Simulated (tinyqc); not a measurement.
Segment and feed resistance from two drops.

Inverse problem. A rail is fed at one end through Rq; K loads of Ij follow, each after a segment Rs. The drop at load j is K Ij Rq + Rs Ij sum_(l=1..j) (K - l + 1). Find Rs, Rq and the worst drop, at the middle, if the rail were fed through Rq at both ends: K Ij Rq/2 + Rs Ij K^2/8 with the load taken as continuous.

Parameters, values chosen for the exercise:
```
symbol,value,unit,meaning
K,16,,number of equal loads
Ij,2.1,mA,current of each load
```

drops at the first and at the last load (mV): [11.054400, 30.962400]

Answer. The difference of the two drops is Rs Ij K (K - 1)/2, which gives Rs; the first drop then gives Rq.

Rs = 0.07900 ohm
Rq = 0.2500 ohm
drop at the middle with two feeds = 9.509 mV

tinyqc, about 0.1 s, one thread, Intel Xeon 2.30GHz (shared host): `OMP_NUM_THREADS=1 python tinyqc.py 2770115 2770116 out.jsonl`
